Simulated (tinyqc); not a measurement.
Worked calculation: plane-wave Kohn-Sham cycle with exchange-only LDA in a layered model solid. Computed by tinyqc, a small Python program that keeps every step. Settings: points = 16, plane-wave index or count = 2, electrons = 2, k points = 1, area = 35.0, mixing = 0.3, iteration cap = 58, Kerker q0 = 1.38. Command: `OMP_NUM_THREADS=1 python tinyqc.py 30390 30391 out.jsonl` (the two numbers bound the seeds that draw the settings). One thread of a shared host (Intel(R) Xeon(R) Processor @ 2.60GHz), about 0.01 s of CPU time with the checks.

A solid whose potential varies along x alone (atomic units):
```
parameter,value
period a,4.700000
cross-section of the cell,35.000000
electrons per cell,2
grid points,16
"plane waves -n..n, n",2
k points,1
V1 in V1 cos(2 pi x/a),-0.580000
```

Stop when sqrt(dV sum R^2) is below 1e-8, dV = a A/N.

Course of the cycle:
```
iteration,E (hartree),norm of the residual
1,-0.66506133,1.12e-01
2,-0.66406746,9.50e-02
3,-0.66312790,8.08e-02
4,-0.66240352,6.88e-02
5,-0.66190043,5.85e-02
6,-0.66157817,4.99e-02
7,-0.66138897,4.25e-02
8,-0.66129115,3.62e-02
9,-0.66125247,3.09e-02
10,-0.66124967,2.64e-02
11,-0.66126682,2.25e-02
...,...,...
48,-0.66149250,7.19e-05
49,-0.66149250,6.16e-05
50,-0.66149251,5.28e-05
51,-0.66149251,4.52e-05
52,-0.66149251,3.88e-05
53,-0.66149251,3.32e-05
54,-0.66149251,2.84e-05
55,-0.66149251,2.44e-05
56,-0.66149251,2.09e-05
57,-0.66149251,1.79e-05
58,-0.66149251,1.53e-05
```

Can the last value be used, and what does the course show?

Not by the stop rule, although the second column moves by less than 1e-07 over the last three steps. Not converged within 58 iterations: the residual falls steadily but slowly, by a factor of about 0.86 a step. Reruns (cap 100 unless said): mixing 0.1: not converged; mixing 0.5, Kerker q0 1.0: converged in 44 (E = -0.66149); mixing 0.3, Pulay depth 5: converged in 9 (E = -0.66149); the original settings with a cap of 400: converged in 106 (E = -0.66149).
